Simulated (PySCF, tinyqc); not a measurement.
Worked calculation: MP2 on RHF in the sto-3g basis, for H3+, spin multiplicity 1. The lowest restricted solution is unstable here: a spin-polarised one lies 0.0105 hartree lower (PySCF). Computed by tinyqc, a small Python program that keeps every step (integrals from PySCF). Settings: charge = 1, multiplicity = 1, basis = sto-3g, method = RHF, energy threshold = 1e-10, iteration cap = 59, orthogonalisation = symmetric, start = atomic densities, DIIS depth = 6. Command: `OMP_NUM_THREADS=1 python tinyqc.py 24374 24375 out.jsonl` (the two numbers bound the seeds that draw the settings). One thread of a shared host (Intel(R) Xeon(R) Processor @ 2.60GHz), about 0.07 s of CPU time with the checks. The early iterations of the SCF are left out here.

## One-electron integrals

Geometry (angstrom):
```
atom         x         y          z
H     0.000000  0.000000   0.000000
H     0.000000  0.000000   1.236000
H     0.000000  0.000000  -1.236000
```

Basis sto-3g: exponents (1/bohr^2) and contraction coefficients of normalised primitives:
```
element  l (shell)  exponent  coefficient
H            s (1)  3.425251     0.154329
H            s (1)  0.623914     0.535328
H            s (1)  0.168855     0.444635
```

Overlap, kinetic and nuclear-attraction integrals over the contracted functions; the nuclear repulsion is the sum of Za Zb / Rab.

nuclear repulsion = 1.07034226 hartree

overlap S:
```
          1H 1s     2H 1s     3H 1s
1H 1s  1.000000  0.369231  0.369231
2H 1s  0.369231  1.000000  0.052179
3H 1s  0.369231  0.052179  1.000000
```

kinetic energy T (hartree):
```
          1H 1s      2H 1s      3H 1s
1H 1s  0.760032   0.045298   0.045298
2H 1s  0.045298   0.760032  -0.010823
3H 1s  0.045298  -0.010823   0.760032
```

nuclear attraction V (hartree):
```
           1H 1s      2H 1s      3H 1s
1H 1s  -2.072549  -0.638999  -0.638999
2H 1s  -0.638999  -1.863644  -0.083469
3H 1s  -0.638999  -0.083469  -1.863644
```

core Hamiltonian H = T + V (hartree):
```
           1H 1s      2H 1s      3H 1s
1H 1s  -1.312517  -0.593701  -0.593701
2H 1s  -0.593701  -1.103613  -0.094291
3H 1s  -0.593701  -0.094291  -1.103613
```

## Two-electron integrals

Functions are numbered as in S; the eight-fold symmetry (ij|kl) = (ji|kl) = (kl|ij) leaves the list below.

Two-electron integrals (ij|kl) in chemists' order, unique and non-zero (hartree):
```
(11|11) 0.774606   (21|11) 0.213978   (21|21) 0.082314   (22|11) 0.408109
(22|21) 0.213978   (22|22) 0.774606   (31|11) 0.213978   (31|21) 0.055640
(31|22) 0.106565   (31|31) 0.082314   (32|11) 0.029371   (32|21) 0.009485
(32|22) 0.021605   (32|31) 0.009485   (32|32) 0.001316   (33|11) 0.408109
(33|21) 0.106565   (33|22) 0.213954   (33|31) 0.213978   (33|32) 0.021605
(33|33) 0.774606
```

## Orthogonalisation

S = U s U^T; symmetric (Loewdin) form X = U s^(-1/2) U^T, so that X^T S X = 1.

eigenvalues of S: 0.503267  0.947821  1.548913

X:
```
           1H 1s      2H 1s      3H 1s
1H 1s   1.121682  -0.214027  -0.214027
2H 1s  -0.214027   1.059296   0.032139
3H 1s  -0.214027   0.032139   1.059296
```

## Iteration 9 (converged): orbitals

converged F (hartree):
```
           1H 1s      2H 1s      3H 1s
1H 1s  -0.626349  -0.473308  -0.473308
2H 1s  -0.473308  -0.470144  -0.153122
3H 1s  -0.473308  -0.153122  -0.470144
```

Diagonalise F' = X^T F X, C = X C', fill 1 alpha and 1 beta electrons from the bottom; D = 2 C_occ C_occ^T. Each column has its largest component positive (the first on a tie).

F' = X^T F X (hartree):
```
           1          2          3
1  -0.390646  -0.326846  -0.326846
2  -0.326846  -0.346030  -0.011555
3  -0.326846  -0.011555  -0.346030
```

orbital energies (hartree): MO1 -0.836641, MO2 -0.334475, MO3 0.088411

coefficients C:
```
            MO1        MO2        MO3
1H 1s  0.597030   0.000000   0.996665
2H 1s  0.381857   0.726310  -0.703995
3H 1s  0.381857  -0.726310  -0.703995
```

D after iteration 9:
```
          1H 1s     2H 1s     3H 1s
1H 1s  0.712890  0.455960  0.455960
2H 1s  0.455960  0.291629  0.291629
3H 1s  0.455960  0.291629  0.291629
```

## Convergence

Stop when the energy changes by less than 1e-10 hartree and every element of the error matrix X^T (F D S - S D F) X is below 3e-06.

Course of the cycle:
```
iteration  E (hartree)     change  largest element of the error matrix
1          -0.64637368          -                             3.39e-02
2          -1.12418513  -4.78e-01                             2.42e-02
3          -1.12476429  -5.79e-04                             1.02e-02
4          -1.12481110  -4.68e-05                             8.09e-03
5          -1.12483222  -2.11e-05                             6.92e-03
6          -1.12484445  -1.22e-05                             6.14e-03
7          -1.12485247  -8.03e-06                             5.57e-03
8          -1.12488991  -3.74e-05                             2.47e-06
9          -1.12488991  -7.32e-12                             1.61e-07
```

PySCF RHF in the same basis = -1.12488991 hartree

Converged in 9 iterations.

## Integrals over molecular orbitals

(pq|rs) = sum C_ip C_jq C_kr C_ls (ij|kl), one index at a time.

one-electron integrals over orbitals h = C^T H C (hartree):
```
           1          2          3
1  -1.358591   0.000000  -0.089777
2   0.000000  -1.064886   0.000000
3  -0.089777   0.000000  -0.824885
```

Two-electron integrals over orbitals (pq|rs), unique and non-zero (hartree):
```
(11|11) 0.521951    (21|21) 0.147955    (22|11) 0.439183    (22|22) 0.503567
(31|11) 0.089777    (31|22) -0.054502   (31|31) 0.144804    (32|21) -0.146770
(32|32) 0.162086    (33|11) 0.529050    (33|22) 0.465967    (33|31) 0.079024
(33|33) 0.560935
```

## Second-order Moller-Plesset energy

Hartree-Fock energy = -1.12488991 hartree

E2 = sum_ijab (ia|jb) [2 (ia|jb) - (ib|ja)] / (e_i + e_j - e_a - e_b) over occupied i, j and virtual a, b; the opposite-spin part is (ia|jb)^2 / denominator, the rest is same-spin, and SCS-MP2 scales them by 6/5 and 1/3.

Terms:
```
i  j  a  b   (ia|jb)   (ib|ja)  denominator       term
1  1  2  2  0.147955  0.147955    -1.004332  -0.021796
1  1  3  3  0.144804  0.144804    -1.850103  -0.011333
```

Pair energies (hartree; pair i-j sums ij and ji):
```
pair  opposite spin  same spin
1-1       -0.033130   0.000000
```

MP2 correlation energy = -0.03312988 hartree

SCS-MP2 correlation energy = -0.03975586 hartree

MP2 total energy = -1.15801979 hartree
